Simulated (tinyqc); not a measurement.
Changing the oxygen pressure P: defect equilibria of an oxide against oxygen pressure (mass action). Computed by tinyqc, a small Python program. Command: `OMP_NUM_THREADS=1 python tinyqc.py 3005569 3005570 out.jsonl brouwer sweep`. One thread of a shared host (Intel(R) Xeon(R) Processor @ 2.30GHz), about 0.01 s of CPU time with the checks.

Defects: oxygen vacancies V (charge +2), electrons n, holes p, the ionic partner X = V_M'' (charge -2), and the dopant. Activities are taken equal to concentrations.

Inputs (values chosen for the exercise, for a model oxide):

| quantity | value | unit |
|---|---|---|
| reduction enthalpy H_r | 4 | eV |
| prefactor K_r0 | 4.4e+69 | cm^-9 atm^(1/2) |
| gap E_g | 3.95 | eV |
| prefactor N_c N_v | 4.5e+42 | cm^-6 |
| disorder enthalpy H_s | 3.29 | eV |
| prefactor K_s0 | 1.8e+44 | cm^-6 |
| dopant density N_d | 1.9e+19 | cm^-3 |
| temperature T | 900 | K |
| electron mobility mu_n | 3 | cm^2/(V s) |
| hole mobility mu_p | 0.054 | cm^2/(V s) |
| vacancy diffusion prefactor D_0 | 0.0015 | cm^2/s |
| vacancy migration energy E_m | 0.93 | eV |

Ionic disorder: Schottky, oxide MO. Dopant (singly charged, fully ionised): acceptor.

Constants: k_B = 8.617333262e-05 eV/K; e = 1.602176634e-19 C.

Method:
- K_r = K_r0 exp(-H_r/k_B T) = [V] n^2 P^(1/2); K_i = N_c N_v exp(-E_g/k_B T) = n p; K_s = K_s0 exp(-H_s/k_B T) = [X] [V].
- Neutrality: 2 [V] + p = n + 2 [X] + N_d. With n as the unknown, [V] = K_r/(n^2 P^(1/2)), p = K_i/n, [X] = K_s/[V]; the log ratio is ln(positive/negative).
- The root is found by 60 bisections in ln n between n = 1e-10 and 1e25 cm^-3.
- sigma_n = e n mu_n, sigma_p = e p mu_p, sigma_ion = 2 e [V] mu_V with mu_V = 2 e D/(k_B T) and D = D_0 exp(-E_m/k_B T); only the oxygen vacancies carry ionic current, and the ionic transport number is sigma_ion over the total.

One run for each value:

| oxygen pressure P (atm) | n (cm^-3) | [V] (cm^-3) | p (cm^-3) | [X] (cm^-3) | total conductivity (S/cm) |
|---|---|---|---|---|---|
| 1.00e-30 | 6.9921e+20 | 3.5911e+20 | 4.8930e-01 | 1.8917e+05 | 3.3608e+02 |
| 1.00e-27 | 2.1694e+20 | 1.1797e+20 | 1.5771e+00 | 5.7586e+05 | 1.0427e+02 |
| 1.00e-24 | 6.4750e+19 | 4.1875e+19 | 5.2838e+00 | 1.6223e+06 | 3.1122e+01 |
| 1.00e-21 | 1.7453e+19 | 1.8226e+19 | 1.9603e+01 | 3.7272e+06 | 8.3888e+00 |
| 1.00e-18 | 3.9145e+18 | 1.1457e+19 | 8.7399e+01 | 5.9293e+06 | 1.8815e+00 |
| 1.00e-15 | 7.4981e+17 | 9.8749e+18 | 4.5628e+02 | 6.8794e+06 | 3.6040e-01 |
| 1.00e-12 | 1.3546e+17 | 9.5677e+18 | 2.5256e+03 | 7.1003e+06 | 6.5111e-02 |
| 1.00e-09 | 2.4159e+16 | 9.5121e+18 | 1.4161e+04 | 7.1418e+06 | 1.1613e-02 |
| 1.00e-06 | 4.2984e+15 | 9.5021e+18 | 7.9594e+04 | 7.1493e+06 | 2.0668e-03 |
| 1.00e-03 | 7.6445e+14 | 9.5004e+18 | 4.4755e+05 | 7.1506e+06 | 3.6816e-04 |
| 1.00e+00 | 1.3594e+14 | 9.5001e+18 | 2.5167e+06 | 7.1508e+06 | 6.6071e-05 |

Describe and explain the trends.

Over the rows, n (cm^-3) falls from 6.99e20 to 1.36e14 (exponent d ln y / d ln x -0.17 between the first rows and -0.25 between the last); [V] (cm^-3) falls from 3.59e20 to 9.50e18; p (cm^-3) rises from 0.489 to 2.52e6 (exponent d ln y / d ln x 0.17 between the first rows and 0.25 between the last). The largest terms of the neutrality condition are 2 [V] = n from row 1; 2 [V] = N_d from row 4. Deep inside a regime n goes as P^(-1/6) for 2 [V] = n, P^(-1/4) where [V] is fixed, P^0 where n or p is fixed, and P^(-1/6) for p = 2 [X].

Caution (rows 1.00e-30, 1.00e-27): one of n, p, [V] and [X] is above 2e20 cm^-3, near 1 % of the sites of a usual oxide, where defects associate and the ideal mass-action laws fail. Caution (rows 1.00e-30): the carrier density is near sqrt(N_c N_v), where the carriers are degenerate and n p = K_i fails.

Extremes, crossings and ranges named in words are read from the listed rows.
